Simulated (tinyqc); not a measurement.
Peierls distortion of a half-filled chain: one step. Energy at a trial distortion.

Atoms move by +/- u, so bonds change by -/+ 2u and hoppings are t +/- 2 al u. Bands E = -/+ sqrt((2 t cos x)^2 + D^2 sin^2 x) with D = 4 al u, x = k a in (0, pi/2); the gap is 2D. Energy per atom at zero temperature: E(u) = -mean_x sqrt(...) + 2 K u^2; exactly, the mean is (4t/pi) E(1 - z^2), z = D/2t, E the complete elliptic integral of the second kind with parameter m. Coupling lambda = 2 al^2/(pi t K).

Values chosen for the exercise:

| symbol | value | unit | meaning |
|---|---|---|---|
| t | 1.93 | eV | hopping of the even chain |
| al | 4.3 | eV/angstrom | change of hopping with bond length |
| K | 19.3 | eV/angstrom^2 | spring constant of a bond |
| u | 0.039 | angstrom | trial shift of alternate atoms |
| N | 6 |  | k points |

Task: Use the mesh x_j = (j + 1/2) pi/(2N), j = 0 .. N-1, and also the elliptic integral.

Give: D; |E| on the mesh; band energy on the mesh; elastic energy; total, exact; exact E(u) - E(0).

Result:

D = 0.6708 eV

|E| on the mesh (eV): 3.8280  3.5754  3.0895  2.4093  1.6019  0.8344

band energy on the mesh = -2.5564 eV
elastic energy = 0.0587 eV
total, exact = -2.4973 eV
exact E(u) - E(0) = -0.0400 eV

This distortion lowers the energy; the mesh errs by -0.35 meV.

Run: tinyqc, `OMP_NUM_THREADS=1 python tinyqc.py 1682528 1682529 out.jsonl`; Intel(R) Xeon(R) Processor @ 2.30GHz, one thread, shared host; about 0.07 s of CPU time with all checks.
